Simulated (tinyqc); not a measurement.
Scale length and barrier from the threshold roll-off.

Question. For L well above Lambda the threshold falls by 2 m sqrt(A (A + Vds)) exp(-pi L/(2 Lambda)), A being the height of the source potential over the barrier top; the two values follow this form. Find Lambda and A.

Inputs (values chosen for the exercise):
```
symbol,value,unit,meaning
m,1,,long-channel body factor
Vds,0.6,V,drain voltage
```

threshold lowering at L = 24 and 38 nm (mV): [52.303498, 8.0739082]

Solution. The ratio of the two values gives Lambda; the prefactor gives A (A + Vds), a quadratic with one positive root.

Lambda = 11.8 nm
A = 0.410 V

Computed by the program tinyqc: `OMP_NUM_THREADS=1 python tinyqc.py 2420030 2420031 out.jsonl`, one thread of a shared Intel Xeon 2.30GHz, about 0.01 s for the whole run.
